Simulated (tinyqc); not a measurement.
# Gate voltage from the surface potential

Inverse problem. At the source end, Vgs + Vsb - Vfb - psi = gamma sqrt(G), G = psi - Vt + Vt exp((psi - 2 phiF - Vsb)/Vt), and the voltage over the insulator is gamma sqrt(G). Find that voltage and Vgs.

Values chosen for this exercise: temperature T = 300 K; flat-band voltage Vfb = -0.73 V; source-body reverse bias Vsb = 0 V.

Constants: q = 1.602176634e-19 C, kB = 1.380649e-23 J/K, Vt = kB T/q. Results are converted to the units shown.

psi = 0.96689579 V
phiF = 0.43257669 V
gamma = 0.54033774 V^0.5

Solution. In this direction the relation is explicit: no iteration is needed.

voltage over the insulator = 0.8131 V
Vgs = 1.050 V

Computed by the program tinyqc: `OMP_NUM_THREADS=1 python tinyqc.py 2360081 2360082 out.jsonl`, one thread of a shared Intel Xeon 2.30GHz, about 0.04 s for the whole run.
